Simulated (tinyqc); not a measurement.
Inside a calculation: standing waves and exposure in a photoresist film. Values are carried at full precision from step to step, so a last printed digit may differ when a step is redone from the rounded ones.

Normal incidence from air. Unexposed resist: N1 = n1 + i k1 with k1 = (A + B) lam/(4 pi), lam in micrometres. r01 = (1 - N1)/(1 + N1), t01 = 2/(1 + N1). Substrate Ns = ns + i ks: r12 = (N1 - Ns)/(N1 + Ns). With p = exp(2 pi i N1 d/lam), the field at depth z is E(z) = t01 [exp(2 pi i N1 z/lam) + r12 p^2 exp(-2 pi i N1 z/lam)]/(1 + r01 r12 p^2), the relative intensity I(z) = n1 |E(z)|^2 and the reflectance R = |(r01 + r12 p^2)/(1 + r01 r12 p^2)|^2.

Parameters, chosen for this exercise (a resist on W, indices near tabulated ones; the results hold for these values, not for the real material): lam = 365 nm (vacuum wavelength); n1 = 1.669 (resist index); A = 0.66 1/micrometre (bleachable absorption (Dill A)); B = 0.1 1/micrometre (fixed absorption (Dill B)); d = 1022 nm (resist thickness); ns = 3.434 (substrate n); ks = 2.435 (substrate k); C = 0.026 cm^2/mJ (exposure rate (Dill C)); D = 60 mJ/cm^2 (incident dose); Ld = 5 nm (diffusion length of the post-exposure bake).

## Interface coefficients

Form N1, r01, t01 and r12.

N1 = 1.66900+0.02207i
r01 = -0.2507-0.0062i
t01 = 0.7493-0.0062i
r12 = -0.4656-0.2487i
|r12|^2 = 0.2786

Next to the bottom the intensity swings by a factor ((1 + |r12|)/(1 - |r12|))^2 = 10.5 between antinode and node.

## Round trip and reflectance

Form p^2, the denominator and R; the period of the standing wave is lam/(2 n1).

p^2 = -0.2618+0.3781i
1 + r01 r12 p^2 = 0.9452+0.0265i
R = 0.0167
period = 109.35 nm

The film holds 9.35 periods.

## Intensity and exposure over the lowest period

Nine depths from d - period to d. Without bleaching during the exposure the share of unexposed compound is m = exp(-C D I).

Profile:
```
z (nm)      I      m
912.7   0.199  0.734
926.3   0.156  0.784
940.0   0.400  0.536
953.7   0.783  0.295
967.3   1.080  0.185
981.0   1.114  0.176
994.7   0.863  0.260
1008.3  0.472  0.479
1022.0  0.167  0.770
```

I runs from 0.156 to 1.114 on these points, so m runs from 0.176 to 0.784; the least exposed point listed lies 95.7 nm above the bottom.

## Smoothing by the bake

Gaussian diffusion of length Ld multiplies a cosine of period L by exp(-2 pi^2 Ld^2/L^2). Give that factor, and the Ld that leaves 10 %.

factor = 0.960
Ld for 10 % = 37.35 nm

## Checks

- R against the transfer-matrix product: both 0.016698.
- Absorption (A + B) d times the mean of I against 1 - R - T: both 0.639.

Computed by tinyqc, a small Python program: `OMP_NUM_THREADS=1 python tinyqc.py 1681326 1681327 out.jsonl` (the numbers bound the seed that draws the inputs); one thread of a shared host (Intel(R) Xeon(R) Processor @ 2.30GHz), about 0.01 s for the whole set of steps.
